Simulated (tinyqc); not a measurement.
Carrier density from the ballistic resistance.

Question. A wide ballistic two-dimensional channel with gv valleys has G/W = (2 q^2/h) gv kF/pi and n = gv kF^2/(2 pi). Find kF, n and the Fermi energy C kF^2/m, C = hbar^2/(2 m0).

Inputs (values chosen for the exercise): mass m = 0.21 m0; valleys gv = 1.

Constants: q = 1.602176634e-19 C, hbar = 1.054571817e-34 J s, h = 6.62607015e-34 J s, m0 = 9.1093837015e-31 kg, hbar^2/(2 m0) = 0.0380998212 eV nm^2. Results are converted to the units shown.

R W = 52.311081 ohm um

Solution. kF = pi h/(2 q^2 gv R W).

kF = 0.7751 1/nm
n = 9.562e12 cm^-2
Ef = 0.1090 eV

Computed by the program tinyqc: `OMP_NUM_THREADS=1 python tinyqc.py 2740015 2740016 out.jsonl`, one thread of a shared Intel Xeon 2.30GHz, about 0.03 s for the whole run.
